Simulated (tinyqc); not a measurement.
# Charge-trap memory cell: threshold shift against programming time

Channel, tunnel oxide, storage layer, blocking layer, gate. N electrons per area sit in a sheet at the centroid and shift the threshold by U = (q/eps0) N (tb/eb + xc tn/en). EOT = t1 + 3.9 (tn/en + tb/eb); tunnel field F = (Vg - U)/EOT; dN/dt = eta (J/q)(1 - N/Nm). Fowler-Nordheim: J = A F^2 exp(-B/F), A = q^2/(16 pi^2 hbar mo phi) (times 1e14 for A/cm^2 with F in V/nm, emitter mass m0), B = (4/3) sqrt(mo/C) phi^1.5, C = hbar^2/(2 m0).

The rate equation is integrated from N = 0 to the digits shown; blocking field (3.9 F + q N/eps0)/eb.

Parameters, values chosen for the exercise; oxide values close to those of silicon dioxide, storage layer close to silicon nitride, blocking layer close to aluminium oxide: tunnel barrier phi = 3.05 eV; tunnelling mass mo = 0.44 m0; tunnel oxide (permittivity 3.9) t1 = 5.2 nm; storage layer tn = 6.2 nm; its relative permittivity en = 7.2; blocking layer tb = 13.5 nm; its relative permittivity eb = 9; charge centroid, share of tn counted from the blocking side xc = 0.31; capture efficiency of an empty layer eta = 0.6; trap density Nm = 8.2e12 cm^-2; gate voltage less flat band and surface potential Vg = 15.4 V.

Constants: q = 1.602176634e-19 C, hbar = 1.054571817e-34 J s, m0 = 9.1093837015e-31 kg, eps0 = 8.8541878128e-14 F/cm where lengths are in cm, hbar^2/(2 m0) = 0.0380998212 eV nm^2. Results are converted to the units shown.

Threshold shift against programming time:

| t (s) | N/Nm | U (V) | F (V/nm) | blocking field (V/nm) |
|---|---|---|---|---|
| 1.8e-6 | 0.01613 | 0.04229 | 1.066 | 0.4645 |
| 1.3e-5 | 0.09395 | 0.2463 | 1.052 | 0.4712 |
| 9.4e-5 | 0.3205 | 0.8403 | 1.011 | 0.4907 |
| 0.00067 | 0.6115 | 1.603 | 0.9576 | 0.5158 |
| 0.0048 | 0.8550 | 2.242 | 0.9132 | 0.5367 |
| 0.035 | 0.9884 | 2.591 | 0.8890 | 0.5482 |
| 0.25 | 1.000 | 2.622 | 0.8869 | 0.5492 |
| 1.8 | 1.000 | 2.622 | 0.8869 | 0.5492 |

U rises from 0.0423 to 2.62 V, by 0.000 V a decade at the end. The traps are 100 % full, so filling caps the shift at 2.62 V.

Range of the model: The Fowler-Nordheim form needs F t1 above phi; trap-assisted paths and leakage through the blocking layer are left out.

Computed by the program tinyqc: `OMP_NUM_THREADS=1 python tinyqc.py 2130165 2130166 out.jsonl`, one thread of a shared Intel Xeon 2.30GHz, about 0.08 s for the whole run.
